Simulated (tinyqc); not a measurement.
# Changing the base doping at the emitter edge N_0

Model: minority-electron transport through the base of a bipolar transistor (Moll-Ross and Kroemer integrals). Computed by tinyqc, a small Python program. Command: `OMP_NUM_THREADS=1 python tinyqc.py 3028565 3028566 out.jsonl base sweep`. One thread of a shared host (Intel(R) Xeon(R) Processor @ 2.30GHz), about 0.01 s of CPU time with the checks.

Low injection, one dimension, x from the emitter edge (0) to the collector edge (W), s = x/W. Recombination is treated as a small correction (valid for tau_B well below tau_n), computed from the stored charge.

Inputs (values chosen for the exercise, modelled on InP):

| quantity | value | unit |
|---|---|---|
| intrinsic density n_i at the emitter edge | 1.4e+07 | 1/cm^3 |
| base width W | 35 | nm |
| mu_min | 820 | cm^2/(V s) |
| mu_max | 4310 | cm^2/(V s) |
| N_ref | 2.5e+17 | 1/cm^3 |
| saturation velocity v_s | 0.97 | 1e7 cm/s |
| electron lifetime tau_n | 260 | ns |
| emitter Gummel number G_E | 3.1e+12 | s/cm^4 |
| base-emitter voltage V_BE | 0.77 | V |
| temperature T | 300 | K |
| doping ratio N_0/N(W) | 87 | - |
| gap narrowing across the base dE_g | 130 | meV |

Base doping profile: Gaussian. Gap grading: linear. Exit of the base: saturation velocity.

Constants: k_B = 8.617333262e-05 eV/K; e = 1.602176634e-19 C.

Method:
- N(x) = N_0 (ratio)^(-s^2); n_i(x)^2 = n_i^2 exp(s dE_g/k_B T); D(x) = (k_B T/e) mu, mu = mu_min + (mu_max - mu_min)/(1 + (N/N_ref)^0.7).
- With y(x) = N n_i^2/(D n_i(x)^2): base Gummel number G_B = int_0^W y dx + N(W) n_i^2/(v_s n_i(W)^2); J_C = e n_i^2 exp(e V_BE/k_B T)/G_B; n(x) = (J_C/e)(n_i(x)^2/(N n_i^2)) [int_x^W y dx + the same exit term]; transit time tau_B = (e/J_C) int n dx; trapezoid rule on 401 even points.
- Emitter-limited gain beta_E = G_E/G_B; recombination-limited gain beta_R = tau_n/tau_B; 1/beta = 1/beta_E + 1/beta_R; f_T from the base alone = 1/(2 pi tau_B).

One run for each value:

| base doping at the emitter edge N_0 (1/cm^3) | current gain beta | collector current density J_C (A/cm^2) | base transit time tau_B (ps) | beta_E | beta_R |
|---|---|---|---|---|---|
| 2.00e+17 | 1.993e+03 | 1.740e-01 | 0.04125 | 1.993e+03 | 6.304e+06 |
| 4.30e+17 | 7.728e+02 | 6.748e-02 | 0.04322 | 7.729e+02 | 6.015e+06 |
| 9.50e+17 | 2.829e+02 | 2.470e-02 | 0.04621 | 2.829e+02 | 5.626e+06 |
| 2.10e+18 | 1.036e+02 | 9.042e-03 | 0.05025 | 1.036e+02 | 5.175e+06 |
| 9.70e+18 | 1.622e+01 | 1.416e-03 | 0.06014 | 1.622e+01 | 4.323e+06 |
| 2.10e+19 | 6.743e+00 | 5.887e-04 | 0.06531 | 6.743e+00 | 3.981e+06 |
| 4.60e+19 | 2.865e+00 | 2.501e-04 | 0.07005 | 2.865e+00 | 3.712e+06 |
| 1.00e+20 | 1.259e+00 | 1.100e-04 | 0.07399 | 1.259e+00 | 3.514e+06 |

Give the missing row, base doping at the emitter edge N_0 (1/cm^3) = 4.50e+18.

Computed row; columns: (1) base doping at the emitter edge N_0 (1/cm^3); (2) current gain beta; (3) collector current density J_C (A/cm^2); (4) base transit time tau_B (ps); (5) beta_E; (6) beta_R:
```
(1)             (2)        (3)      (4)        (5)        (6)
4.50e+18  4.037e+01  3.525e-03  0.05496  4.038e+01  4.731e+06
```

Interpolating between the two neighbouring rows (the first column on a logarithmic scale, the others too where they are positive) misses most in collector current density J_C (A/cm^2), by 1.9 %. Over the rows, current gain beta falls from 1990 to 1.26 (exponent d ln y / d ln x -1.2 between the first rows and -1.1 between the last); collector current density J_C (A/cm^2) falls from 0.174 to 1.10e-4 (exponent d ln y / d ln x -1.2 between the first rows and -1.1 between the last); base transit time tau_B (ps) rises from 0.0412 to 0.0740 (exponent d ln y / d ln x 0.061 between the first rows and 0.070 between the last). At the high end the exponent of collector current density J_C is -1.06, close to -1: J_C is inverse to the Gummel number. Gap narrowing by heavy doping and the fall of the lifetime with N are left out; both matter at the high end.

Caution (all rows): the mean velocity exceeds v_s, so drift-diffusion with a low-field mobility overstates the speed.
